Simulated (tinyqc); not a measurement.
From results back to parameters: free-carrier optics of a doped semiconductor (Drude model with one polar phonon). Five cases, with inputs chosen for the exercise.

Problem. The upper coupled mode solves E^4 - (wL^2 + Ep^2) E^2 + Ep^2 wT^2 = 0 with wL = wT sqrt(es/ei); N is hidden.

eps(E) = ei [1 - Ep^2/(E^2 + i E Gam)] + (es - ei) wT^2/(wT^2 - E^2 - i E gT), with Ep^2 = 8 pi c (e^2/(4 pi eps0)) N/(m ei), c = hbar^2/2m0, N in 1/angstrom^3 (1e-24 per 1/cm^3); Gam = hbar/tau, tau = mu m m0/e with m0/e = 5.685630e-12 kg/C and mu in m^2/(V s). Energies in meV.

Constants: hbar^2/2m0 = 3.80998211 eV angstrom^2; e^2/(4 pi eps0) = 14.39964547 eV angstrom.

Case 1.

Values chosen (mass and dielectric values near those of SiC; N and mu are free inputs; interband absorption and the rise of the mass with filling are left out; not measured data):
- m = 0.426 m0 (conductivity mass)
- ei = 6.55 (high-frequency dielectric constant)
- wT = 99.9 meV (TO phonon)
- es = 9.73 (static dielectric constant)

L+ = 122.3186 meV

Case 2.

Values chosen (mass and dielectric values near those of GaN; N and mu are free inputs; interband absorption and the rise of the mass with filling are left out; not measured data):
- m = 0.191 m0 (conductivity mass)
- ei = 5.35 (high-frequency dielectric constant)
- wT = 68.8 meV (TO phonon)
- es = 9.5 (static dielectric constant)

L+ = 198.1375 meV

Case 3.

Values chosen (mass and dielectric values near those of SiC; N and mu are free inputs; interband absorption and the rise of the mass with filling are left out; not measured data):
- m = 0.402 m0 (conductivity mass)
- ei = 6.55 (high-frequency dielectric constant)
- wT = 98 meV (TO phonon)
- es = 9.92 (static dielectric constant)

L+ = 206.1931 meV

Case 4.

Values chosen (mass and dielectric values near those of GaAs; N and mu are free inputs; interband absorption and the rise of the mass with filling are left out; not measured data):
- m = 0.0712 m0 (conductivity mass)
- ei = 11.04 (high-frequency dielectric constant)
- wT = 33.5 meV (TO phonon)
- es = 13.31 (static dielectric constant)

L+ = 61.9235 meV

Case 5.

Values chosen (mass and dielectric values near those of GaN; N and mu are free inputs; interband absorption and the rise of the mass with filling are left out; not measured data):
- m = 0.213 m0 (conductivity mass)
- ei = 5.34 (high-frequency dielectric constant)
- wT = 68.7 meV (TO phonon)
- es = 9.34 (static dielectric constant)

L+ = 112.9704 meV

Find: Ep; N; L-.

Solution. Ep^2 = L+^2 (L+^2 - wL^2)/(L+^2 - wT^2); the product of the roots gives L- = Ep wT/L+.

Case 1.

Ep = 20.25 meV
N = 8.30e+17 1/cm^3
L- = 16.54 meV

Case 2.

Ep = 187.31 meV
N = 2.60e+19 1/cm^3
L- = 65.04 meV

Case 3.

Ep = 190.09 meV
N = 6.90e+19 1/cm^3
L- = 90.34 meV

Case 4.

Ep = 59.23 meV
N = 2.00e+18 1/cm^3
L- = 32.04 meV

Case 5.

Ep = 84.57 meV
N = 5.90e+18 1/cm^3
L- = 51.43 meV

Computed by tinyqc, one run a case: `OMP_NUM_THREADS=1 python tinyqc.py N N+1 out.jsonl` with N = 1650397, 1650403, 1650413, 1650474, 1650501; one thread of a shared Intel(R) Xeon(R) Processor @ 2.30GHz, about 0.01 s a run at most.
